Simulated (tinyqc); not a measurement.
Polarisation charge from two barrier thicknesses.

Problem. VT = phiB - dEc - q sigma d/(eps0 eps_r). Find sigma, phiB - dEc and the thickness at which VT = 0.

Parameters, values chosen for the exercise:
```
symbol,value,unit,meaning
eps_r,9.4,,relative permittivity of barrier and channel
```

Constants: q = 1.602176634e-19 C, eps0 = 8.8541878128e-14 F/cm where lengths are in cm. Results are converted to the units shown.

VT for d = 25 and 35 nm (V): [-7.1039060, -10.268628]

Answer. VT is linear in d.

sigma = 1.644e13 cm^-2
phiB - dEc = 0.8079 V
thickness for VT = 0 = 2.553 nm

tinyqc, about 0.02 s, one thread, Intel Xeon 2.30GHz (shared host): `OMP_NUM_THREADS=1 python tinyqc.py 2570029 2570030 out.jsonl`
